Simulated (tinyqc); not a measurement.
A particle near a wafer in liquid: double-layer and van der Waals forces (DLVO), deposition barrier and removal. Changing the salt concentration c. Computed by tinyqc, a small Python program. Command: `OMP_NUM_THREADS=1 python tinyqc.py 3111005 3111006 out.jsonl dlvo sweep`. One thread of a shared host (Intel(R) Xeon(R) Processor @ 2.30GHz), about 0.01 s of CPU time with the checks.

Sphere and flat wall, Derjaguin approximation, constant potentials in the linear-superposition form, no retardation and no hydration force.

Inputs (values chosen for the exercise, of the order of those for silica on copper in water): particle radius R = 17 nm; Hamaker constant A = 3.5e-20 J; potential of the particle psi_1 = -11 mV; potential of the wafer psi_2 = -67 mV; valence z of the symmetric salt = 1; temperature T = 293 K; dielectric constant of the liquid = 80.2.

Constants: e = 1.602176634e-19 C; N_A = 6.02214076e+23 1/mol; eps_0 = 8.8541878128e-12 F/m; k_B = 1.380649e-23 J/K; k_B = 8.617333262e-05 eV/K.

Method:
- kappa^2 = 2 z^2 e^2 N_A (1000 c)/(eps eps_0 k_B T); gamma_i = tanh(z e psi_i/(4 k_B T)); Z = 64 pi eps eps_0 (k_B T/(z e))^2 gamma_1 gamma_2.
- U(h) = Z R exp(-kappa h) - A R/(6 h); F(h) = -dU/dh = kappa Z R exp(-kappa h) - A R/(6 h^2), positive for repulsion.
- F = 0 reads x^2 exp(-x) = y with x = kappa h and y = A kappa/(6 Z); the left side peaks at x = 2 with 4/e^2 = 0.5413, so roots exist for smaller y: x < 2 is the barrier, x > 2 the secondary minimum.

One run for each value; columns: (1) salt concentration c (mol/L); (2) barrier height (k_B T); (3) energy at the secondary minimum (k_B T); (4) Debye length (nm); (5) position of the barrier (nm):
```
(1)         (2)     (3)    (4)    (5)
1.00e-05  19.27  -0.025  96.39  10.46
3.00e-05  17.80  -0.047  55.65   8.09
1.00e-04  15.71  -0.094  30.48   6.16
3.00e-04  13.24  -0.178  17.60   4.86
1.00e-03   9.79  -0.366   9.64   3.82
3.00e-03   5.90  -0.720   5.57   3.16
1.00e-02   0.86  -1.578   3.05   2.78
```

What does the table show?

Over the rows, barrier height (k_B T) falls from 19.3 to 0.861 (exponent d ln y / d ln x -0.072 between the first rows and -1.6 between the last); energy at the secondary minimum (k_B T) falls from -0.0253 to -1.58 (exponent d ln y / d ln x 0.57 between the first rows and 0.65 between the last); Debye length (nm) falls from 96.4 to 3.05 (exponent d ln y / d ln x about -0.50 throughout).  Left out: 0.0300, 0.100, 0.300, 1.00 (a listed quantity is not defined there).

Caution (rows 1.00e-5, 3.00e-5, 1.00e-4, 3.00e-4, 0.00100): kappa R is not large, so the Derjaguin approximation is only rough at gaps of the order of the Debye length.

Extremes, crossings and ranges named in words are read from the listed rows.
